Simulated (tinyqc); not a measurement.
# Changing the photon flux entering

Model: surface photovoltage measurement of the minority-carrier diffusion length in a wafer. Computed by tinyqc, a small Python program. Command: `OMP_NUM_THREADS=1 python tinyqc.py 3130004 3130005 out.jsonl spv sweep`. One thread of a shared host (Intel(R) Xeon(R) Processor @ 2.30GHz), about 0.01 s of CPU time with the checks.

Low injection, steady light, a depletion layer much thinner than 1/alpha and L. The excess density dn is taken at the front edge of the neutral region; light that reaches the back is lost.

Inputs (values chosen for the exercise, modelled on p-type silicon at room temperature): diffusion length L = 28 micrometre; wafer thickness W = 725 micrometre; diffusivity D = 28.4 cm^2/s; front recombination velocity S_f = 23000 cm/s; back recombination velocity S_b = 4900 cm/s; minority density at the surface barrier scale n_0 = 6.4e+09 1/cm^3; temperature T = 298 K; wavelength = 960 nm.

Constants: k_B = 8.617333262e-05 eV/K.

Method:
- alpha = (84.732/lambda - 76.417)^2 per cm with lambda in micrometre (an empirical fit for silicon between 0.7 and 1.05 micrometre).
- Thick wafer: dn = Phi L/((S_f + D/L)(L + 1/alpha)). Finite wafer, with s = S_b L/D, w = W/L, a = alpha L: dn = [Phi a/(a^2 - 1)] [a - B - exp(-alpha W)(a - s)/(cosh w + s sinh w)]/(S_f + B D/L), B = (sinh w + s cosh w)/(cosh w + s sinh w).
- Photovoltage V = (k_B T/e) ln(1 + dn/n_0). Lifetime = L^2/D.

One run for each value:
```
photon flux entering (1/(cm^2 s))  photovoltage V (mV)  dn, finite wafer (1/cm^3)
1.00e+10                                    3.4148e-04                 8.5106e+04
1.00e+11                                    3.4146e-03                 8.5106e+05
1.00e+12                                    3.4126e-02                 8.5106e+06
1.00e+13                                    3.3923e-01                 8.5106e+07
1.00e+14                                    3.2061e+00                 8.5106e+08
1.00e+15                                    2.1719e+01                 8.5106e+09
1.00e+16                                    6.8311e+01                 8.5106e+10
```

Describe and explain the trends.

Over the rows, photovoltage V (mV) rises from 3.41e-4 to 68.3 (exponent d ln y / d ln x 1.00 between the first rows and 0.50 between the last); dn, finite wafer (1/cm^3) rises from 85100 to 8.51e10 (exponent d ln y / d ln x about 1.0 throughout). At the low end the exponent of photovoltage V is 1.00, close to 1: the linear range.

Caution (rows 1.00e14, 1.00e15, 1.00e16): dn is not small against n_0, so V is not linear in the flux; the constant-flux reading then needs dn, not V.

Extremes, crossings and ranges named in words are read from the listed rows.
